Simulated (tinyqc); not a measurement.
# Surface potential of a MOS transistor: implicit equation and explicit approximations: what changes with what

p-type body, charge-sheet picture, depletion and inversion only, full ionisation (an idealisation for deep acceptors), Boltzmann statistics (rough once Na exp(x - xn) passes about Nc/7). In units of Vt: xg = (Vg - Vfb)/Vt, x = psi/Vt, G = gamma/sqrt(Vt), xn = (2 phiF + Vc)/Vt. The implicit equation is (xg - x)^2 = G^2 [x - 1 + exp(x - xn)] for x above about 3. Cox = eps0 eox/tox.

Parameters, values chosen for the exercise; band and dielectric values those of a made-up semiconductor: temperature T = 250 K; band gap Eg = 1.09 eV; relative permittivity eps_r = 13.2; conduction-band density of states at T Nc = 2.4e19 cm^-3; valence-band density of states at T Nv = 2.09e19 cm^-3; relative permittivity of the gate insulator (close to zirconium oxide) eox = 24.5; insulator thickness tox = 19 nm; acceptor density Na = 7.6e16 cm^-3; flat-band voltage Vfb = -0.67 V; channel-body voltage Vc = 0.5 V; gate-body voltage Vg = 0.93 V.

Constants: q = 1.602176634e-19 C, kB = 1.380649e-23 J/K, Vt = kB T/q, eps0 = 8.8541878128e-14 F/cm where lengths are in cm. Results are converted to the units shown.

Each table varies one quantity; the others keep the values above.

## Accuracy of the approximations against gate voltage

ni = sqrt(Nc Nv) exp(-Eg/(2 Vt)), Eg in volts; phiF = Vt ln(Na/ni); gamma = sqrt(2 q eps0 eps_r Na)/Cox; VT = Vfb + Vt (xn + G sqrt(xn - 1)). Depletion value a = 1 + [sqrt(G^2/4 + xg - 1) - G/2]^2; inversion value b = xn + ln[(xg - xn)^2/G^2 - xn + 1] and first guess y = min(a, b) - ln(1 + exp(-|a - b|)) if a > xn + 1, else b = y = a; one second-order correction with D = exp(y - xn), p = 2 (xg - y) + G^2 (1 + D), w = (xg - y)^2 - G^2 (y - 1 + D): z = y + 2 w/(p + sqrt(p^2 - 2 (2 - G^2 D) w)), or the Newton step z = y + w/p where the root is not real. N_inv = (Cox Vt G/q) [sqrt(x - 1 + exp(x - xn)) - sqrt(x - 1)] at the root. Lambert form (Cox m Vt/q) W0[(G/(2 m sqrt(xn - 1))) exp((Vg - VT)/(m Vt))], m = 1 + G/(2 sqrt(xn - 1)). Errors under 1e-4 mV, and the linear form below VT, are printed as 0.

Accuracy of the approximations against gate voltage:

| Vg (V) | psi (V) | x - xn | error of y (mV) | error of z (mV) | N_inv (cm^-2) | Cox (Vg - VT)/q (cm^-2) | Lambert form (cm^-2) |
|---|---|---|---|---|---|---|---|
| 0.45 | 0.97566 | -17.145 | 0 | 0 | 416.05 | 0 | 324.65 |
| 0.65 | 1.1622 | -8.4866 | 2.87e-4 | 0 | 2.1901e6 | 0 | 1.9949e6 |
| 0.85 | 1.3482 | 0.14822 | 1.50 | 0 | 1.1368e10 | 3.5583e10 | 1.1430e10 |
| 1.05 | 1.4435 | 4.5702 | 18.7 | 5.56 | 7.1494e11 | 1.4608e12 | 7.5255e11 |
| 1.25 | 1.4718 | 5.8853 | 12.5 | -1.32 | 1.9258e12 | 2.8860e12 | 2.0167e12 |
| 1.45 | 1.4885 | 6.6590 | 9.56 | -0.475 | 3.2250e12 | 4.3112e12 | 3.3586e12 |
| 1.65 | 1.5004 | 7.2147 | 7.88 | -0.241 | 4.5597e12 | 5.7364e12 | 4.7279e12 |
| 1.85 | 1.5098 | 7.6498 | 6.75 | -0.143 | 5.9141e12 | 7.1617e12 | 6.1112e12 |
| 2.05 | 1.5175 | 8.0078 | 5.94 | -0.0936 | 7.2810e12 | 8.5869e12 | 7.5029e12 |

Read the table: what changes, and by how much?

psi rises from 0.976 to 1.52 V and ends 8.0 Vt above 2 phiF + Vc. Among the rows the first guess is off by at most 19 mV (at Vg = 1.05 V) and the corrected value by at most 5.6 mV. In the last row the linear form is 18 % above N_inv and the Lambert form 3.0 % above it; in the first row the Lambert form is 22 % below it. For Vg = 1.05, 1.25, 1.45, 1.65, 1.85, 2.05 the electron quasi-Fermi level lies less than 2 Vt below the band edge at the surface, or above it, where degeneracy and confinement, left out, matter.

## Effect of the insulator thickness at fixed gate voltage

Same model as above.

Effect of the insulator thickness at fixed gate voltage:

| tox (nm) | psi (V) | x - xn | error of y (mV) | error of z (mV) | N_inv (cm^-2) | Cox (Vg - VT)/q (cm^-2) | Lambert form (cm^-2) |
|---|---|---|---|---|---|---|---|
| 6.3 | 1.4663 | 5.6298 | 28.5 | 11.4 | 1.6078e12 | 4.2686e12 | 1.8051e12 |
| 8.7 | 1.4532 | 5.0235 | 25.6 | 9.29 | 1.0241e12 | 2.7569e12 | 1.1227e12 |
| 12 | 1.4378 | 4.3093 | 21.8 | 6.75 | 5.7639e11 | 1.6656e12 | 6.1869e11 |
| 16 | 1.4199 | 3.4760 | 16.0 | -2.18 | 2.7888e11 | 9.4637e11 | 2.9397e11 |
| 22 | 1.3885 | 2.0164 | 5.13 | -0.0192 | 7.0830e10 | 3.5789e11 | 7.2902e10 |
| 30 | 1.3318 | -0.61551 | 1.07 | 0 | 5.3428e9 | 0 | 5.3277e9 |
| 42 | 1.2395 | -4.8981 | 0.0207 | 0 | 7.6677e7 | 0 | 7.2639e7 |
| 57 | 1.1327 | -9.8547 | 1.96e-4 | 0 | 5.6489e5 | 0 | 4.8283e5 |

What does the comparison show?

As tox goes from 6.3 to 57, psi falls from 1.47 to 1.13 V, x - xn falls from 5.63 to -9.85 and N_inv falls from 1.61e12 to 5.65e5 cm^-2. The Lambert form lies between 0.855 and 1.12 times N_inv. For tox = 6.3, 8.7, 12 the electron quasi-Fermi level lies less than 2 Vt below the band edge at the surface, or above it, where degeneracy and confinement, left out, matter.

Program tinyqc, `OMP_NUM_THREADS=1 python tinyqc.py 2122101 2122102 out.jsonl`; Intel Xeon 2.30GHz, shared host, one thread, about 0.01 s.
